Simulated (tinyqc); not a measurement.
Comparisons within one model: Gamma, L and X subbands of a thin body with non-parabolic valleys. A value that a table varies takes the place of the one given here.

Hard walls, flat band, c = hbar^2/2m0, energies from the bulk Gamma edge. For a valley at angle theta to the normal 1/m_z = cos^2/ml + sin^2/mt and m_d = sqrt(ml mt^2/m_z). Subband n starts at E_v + e with e (1 + a e) = c (n pi/t)^2/m_z, and its density-of-states mass is taken as m_d (1 + 2 a e), without further growth at higher in-plane energy. Groups are named by valley and degeneracy.

n_i = g m/(2 pi c) kB T ln(1 + exp((EF - E_i)/kB T)), sum n_i = Ns (1e12/cm^2 = 1e-4/angstrom^2), c = hbar^2/2m0. Quantum capacitance Cq = 1602.176634 sum g m/(2 pi c) f_i in microfarad/cm^2 with f_i = 1/(1 + exp((E_i - EF)/kB T)); Cox = 34.5313/eot (one gate); C/Cox = Cq/(Cq + Cox), the centroid term left out.

Constants: hbar^2/2m0 = 3.80998211 eV angstrom^2; kB = 8.617333262e-05 eV/K.

Inputs chosen for the exercise (near those of a thin GaAs channel; the results hold for these values, not for the real material): face = 100 (surface); mG = 0.067 m0 (Gamma mass); aG = 0.57 1/eV (Gamma non-parabolicity); EL = 0.293 eV (L edge above Gamma); mL = (1.925, 0.077) m0 (L valleys (four, along <111>): ml, mt); EX = 0.452 eV (X edge above Gamma); mX = (1.346, 0.229) m0 (X valleys (three, along <100>): ml, mt); aS = 0.66 1/eV (non-parabolicity of L and X); Ns = 3.1 x 1e12/cm^2 (sheet density); T = 300 K (temperature); eot = 13 angstrom (equivalent oxide thickness); ts = (18, 24, 30, 40, 55, 75, 110) angstrom (thicknesses); t = 52 angstrom (body thickness); Nl = (0.5, 1, 2, 4, 7, 11, 16) x 1e12/cm^2 (sheet densities).

## Thinning the body

Lowest edge of each valley type, the lowest group, the Gamma share and C/Cox, with n = 1 to 8 of all groups.

Results:
```
t (angstrom)  Gamma (eV)  L (eV)  X (eV)  lowest  Gamma share (%)  C/Cox
18                 1.074   0.994   0.534      X1              0.0  0.813
24                 0.697   0.739   0.499      X1              0.0  0.813
30                 0.488   0.600   0.482      X1             23.5  0.845
40                 0.300   0.478   0.469      G1             88.6  0.747
55                 0.169   0.396   0.461      G1             97.4  0.681
75                 0.095   0.350   0.457      G1             98.9  0.657
110                0.045   0.320   0.454      G1             99.5  0.694
```

From 110 down to 18 angstrom Gamma rises by 1.03 eV, L by 0.67 and X by 0.08 eV, the light Gamma mass moving most. The lowest group changes from G1 to X1 between 40 and 30 angstrom. The Gamma share goes from 100 % to 0 %. C/Cox is 0.69 and 0.81 at the ends and lies between 0.66 and 0.84. Hard walls overstate the rise in the thinnest rows.

## Raising the sheet density

Fixed thickness, n = 1 to 8 of all groups; the gate overdrive above the lowest edge is (EF - E_lowest)/e + 0.1602177 Ns/Cox in volts.

Results:
```
Ns (1e12/cm^2)  EF - lowest (eV)  Gamma share (%)     Cq  C/Cox  overdrive (V)
0.5                       -0.007             99.5   2.37  0.471          0.023
1.0                        0.019             99.3   3.73  0.584          0.079
2.0                        0.055             98.6   5.04  0.655          0.176
4.0                        0.110             94.1   6.83  0.720          0.352
7.0                        0.160             77.7  14.68  0.847          0.582
11.0                       0.190             58.7  30.22  0.919          0.853
16.0                       0.211             44.7  48.52  0.948          1.176
```

The lowest subband is G1 n=1. At the highest density band filling takes 0.211 V of the 1.176 V overdrive. Cq grows from 2.4 to 48.5 microfarad/cm^2, helped by heavier valleys that begin to fill: the Gamma share falls from 99 % to 45 %.

## What each parameter does

n = 1 to 8 of all groups. Each row changes one parameter from the base and keeps the others.

Results:
```
case                   lowest edge (eV)  EF (eV)  Gamma share (%)  C/Cox
base                              0.188    0.275             96.8  0.689
t = 46 angstrom                   0.234    0.316             94.6  0.709
mG = 0.077 m0                     0.165    0.244             99.0  0.694
aG = 0.4 1/eV                     0.193    0.284             95.6  0.689
EL = 0.343 eV                     0.188    0.277             99.4  0.670
Ns = 4.65 x 1e12/cm^2             0.188    0.312             91.2  0.749
eot = 11 angstrom                 0.188    0.275             96.8  0.652
T = 250 K                         0.188    0.277             98.9  0.678
```

The largest shifts from the base row, up to three for each result and ties (the steps differ in size, so this ranks the rows, not the parameters). lowest edge (eV): t +0.047, mG -0.022, aG +0.005; unchanged at the printed digits by EL, Ns, eot and T. EF (eV): t +0.041, Ns +0.037, mG -0.031; unchanged at the printed digits by eot. Gamma share (%): Ns -5.6, EL +2.6, mG +2.2, t -2.2; unchanged at the printed digits by eot. C/Cox: Ns +0.060, eot -0.037, t +0.021; unchanged at the printed digits by aG.

Run: tinyqc, `OMP_NUM_THREADS=1 python tinyqc.py 1250351 1250352 out.jsonl`; Intel(R) Xeon(R) Processor @ 2.30GHz, one thread, shared host; about 0.03 s of CPU time with all checks.
